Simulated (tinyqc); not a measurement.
Inside a calculation. Method: Hubbard ring of 4 sites. Computed by tinyqc, a small Python program that keeps every step. Settings: hopping = 1.29, U = 2.4, mixing = 1, iteration cap = 54. Command: `OMP_NUM_THREADS=1 python tinyqc.py 25885 25886 out.jsonl` (the two numbers bound the seeds that draw the settings). One thread of a shared host (Intel(R) Xeon(R) Processor @ 2.60GHz), about 0.2 s of CPU time with the checks. Later iterations appear only in the table of the cycle.

## Mean-field iteration 1

one-body matrix (hopping and site energies) (eV), order 1, 2, 3, 4:
```
[[0.000000, -1.290000, 0.000000, -1.290000],
 [-1.290000, 0.000000, -1.290000, 0.000000],
 [0.000000, -1.290000, 0.000000, -1.290000],
 [-1.290000, 0.000000, -1.290000, 0.000000]]
```

U = 2.400000 eV

electrons, up and down: [2, 2]

mixing = 1

n(up) at the start (a guess, not normalised): [0.500000, 0.500000, 0.500000, 0.500000]

n(down) at the start (a guess): [0.500000, 0.500000, 0.500000, 0.500000]

H(up) = T + U n(down), H(down) = T + U n(up); fill the lowest levels; n(new) = n + mixing (n(out) - n); E = tr T (rho up + rho down) + U sum n_up n_down of the output.

levels, up (eV): [-1.380000, 1.200000, 1.200000, 3.780000]

levels, down (eV): [-1.380000, 1.200000, 1.200000, 3.780000]

energy = -2.160000 eV

n(up) after iteration 1: [0.750000, 0.250000, 0.750000, 0.250000]

n(down) after iteration 1: [0.750000, 0.250000, 0.750000, 0.250000]

The highest filled level is degenerate with an empty one, so which vector is filled is an arbitrary choice.

## Mean-field iteration 2

As before.

levels, up (eV): [-1.448849, 0.600000, 1.800000, 3.848849]

levels, down (eV): [-1.448849, 0.600000, 1.800000, 3.848849]

energy = -1.723280 eV

n(up) after iteration 2: [0.193372, 0.806628, 0.193372, 0.806628]

n(down) after iteration 2: [0.193372, 0.806628, 0.193372, 0.806628]

## Convergence

Each step fills the lowest levels of T + U n(other spin) and sets n(new) = n + mixing (n(out) - n); stop when output and input agree to 1e-8.

Course of the cycle:
```
iteration       E (eV)  largest |n(out) - n(in)|  mean |n_up - n_down|
1          -2.16000000                  2.50e-01              0.000000
2          -1.72328021                  5.57e-01              0.000000
3          -1.58779282                  6.25e-01              0.000000
4          -1.55792916                  6.40e-01              0.000000
5          -1.55172961                  6.43e-01              0.000000
6          -1.55045797                  6.43e-01              0.000000
7          -1.55019777                  6.43e-01              0.000000
8          -1.55014456                  6.43e-01              0.000000
9          -1.55013367                  6.43e-01              0.000000
10         -1.55013145                  6.43e-01              0.000000
11         -1.55013099                  6.43e-01              0.000000
...                ...                       ...                   ...
44         -1.55013088                  6.43e-01              0.000000
45         -1.55013088                  6.43e-01              0.000000
46         -1.55013088                  6.43e-01              0.000000
47         -1.55013088                  6.43e-01              0.000000
48         -1.55013088                  6.43e-01              0.000000
49         -1.55013088                  6.43e-01              0.000000
50         -1.55013088                  6.43e-01              0.000000
51         -1.55013088                  6.43e-01              0.000000
52         -1.55013088                  6.43e-01              0.000000
53         -1.55013088                  6.43e-01              0.000000
54         -1.55013088                  6.43e-01              0.000000
```

Not converged within 54 iterations: the residual has stopped falling. The lowest mean-field energy found from random starts is -3.53674 eV. Reruns (cap 100 unless said): mixing 0.2: not converged; mixing 0.5: not converged; mixing 0.9: not converged; the original settings with a cap of 400: not converged.

## Exact diagonalisation (36 states)

Lowest levels of the sector, and the double occupancy of the lowest state.

lowest levels (eV): [-3.731593, -3.565464, -2.712324, -2.304047, -1.645417, -1.645417]

double occupancy per site = 0.117094

## The lowest level by Lanczos steps

From a random start vector (not printed): a_j = <q_j|H|q_j>, b_j = norm of the remainder after orthogonalising; the Ritz value is the lowest eigenvalue of the tridiagonal matrix of a and b so far.

Lanczos:
```
j    a_j (eV)  b_j (eV)  lowest Ritz value (eV)
1    0.291306  3.417983              0.29130573
2    2.554963  3.719949             -2.17737145
3    2.436322  2.914696             -3.21943173
4    2.915930  3.166797             -3.51032166
5    2.686565  3.115142             -3.62051021
6    2.432399  3.059010             -3.67346686
7    2.857951  1.859636             -3.69974159
8   -0.120491  2.604117             -3.70694457
9    3.068994  3.838859             -3.71086701
10   2.747340  2.575038             -3.71505887
```
